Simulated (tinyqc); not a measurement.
Where in the gap a trap does harm: carrier lifetime from Shockley-Read-Hall, radiative, Auger and surface recombination. Computed by tinyqc, a small Python program. Command: `OMP_NUM_THREADS=1 python tinyqc.py 3002976 3002977 out.jsonl lifetime walk`. One thread of a shared host (Intel(R) Xeon(R) Processor @ 2.30GHz), about 0.02 s of CPU time with the checks.

Energies are counted from the top of the valence band. Boltzmann statistics, full ionisation, and equal excess densities of electrons and holes.

Inputs (values chosen for the exercise, with bands modelled on 4H-SiC):

| quantity | value | unit |
|---|---|---|
| gap E_g | 3.25 | eV |
| electron mass m_e | 0.397 | m_0 |
| valleys M_c | 3 | - |
| hole mass m_h | 2 | m_0 |
| temperature T | 300 | K |
| doping N | 5.3e+17 | cm^-3 |
| trap level E_t | 1.26 | eV |
| trap density N_t | 2.9e+12 | cm^-3 |
| electron cross-section sigma_n | 9.3e-15 | cm^2 |
| hole cross-section sigma_p | 3.4e-14 | cm^2 |

Doping: n-type. Surface term: two equal surfaces.

Constants: m_0 = 9.1093837015e-31 kg; k_B = 1.380649e-23 J/K; h = 6.62607015e-34 J s; k_B = 8.617333262e-05 eV/K.

Method:
- N_c = 2 M_c (2 pi m_e k_B T/h^2)^(3/2) and N_v = 2 (2 pi m_h k_B T/h^2)^(3/2), masses in units of m_0.
- n_i = sqrt(N_c N_v) exp(-E_g/2 k_B T); majority density N/2 + sqrt(N^2/4 + n_i^2), minority density n_i^2 over it.
- v = sqrt(3 k_B T/m) with m_e or m_h; tau_n0 = 1/(sigma_n v_n N_t), tau_p0 = 1/(sigma_p v_p N_t); n1 = N_c exp(-(E_g - E_t)/k_B T), p1 = N_v exp(-E_t/k_B T).
- Low injection: tau = [tau_p0 (n_0 + n1) + tau_n0 (p_0 + p1)]/(n_0 + p_0). Depleted region (n = p = 0): generation lifetime tau_g = (tau_p0 n1 + tau_n0 p1)/n_i. n1 = N_c exp(-(E_g - E_t)/k_B T), p1 = N_v exp(-E_t/k_B T).

tau_p0 = 1.22806e-06 s

n_0 = 5.30e+17 cm^-3

N_c = 1.88312e+19 cm^-3

tau_n0 = 2.00030e-06 s

p_0 = 6.36976e-34 cm^-3

N_v = 7.09769e+19 cm^-3

n_i = 1.83738e-08 cm^-3

The same trap at other energies:

| E_t (eV) | SRH lifetime (s) | generation lifetime (s) |
|---|---|---|
| 0.195 | 1.3700e-06 | 4.0941e+18 |
| 0.488 | 1.2281e-06 | 4.8975e+13 |
| 0.812 | 1.2281e-06 | 1.7661e+08 |
| 1.138 | 1.2281e-06 | 5.8946e+02 |
| 1.463 | 1.2281e-06 | 2.0450e-03 |
| 1.625 | 1.2281e-06 | 4.5160e-06 |
| 1.788 | 1.2281e-06 | 3.4625e-04 |
| 2.113 | 1.2281e-06 | 9.9802e+01 |
| 2.438 | 1.2281e-06 | 2.8767e+07 |
| 2.762 | 1.2281e-06 | 7.9774e+12 |
| 3.055 | 1.2512e-06 | 6.6687e+17 |

The SRH lifetime (other channels left aside) stays within 10 % of its least value, among these rows, from E_t = 0.488 to 3.055 eV. The generation lifetime has a sharp minimum, among these rows at 1.625 eV and exactly at 1.648 eV, where tau_p0 n1 = tau_n0 p1, since generation needs two thermal jumps and the larger one rules.

Extremes, crossings and ranges named in words are read from the listed rows.
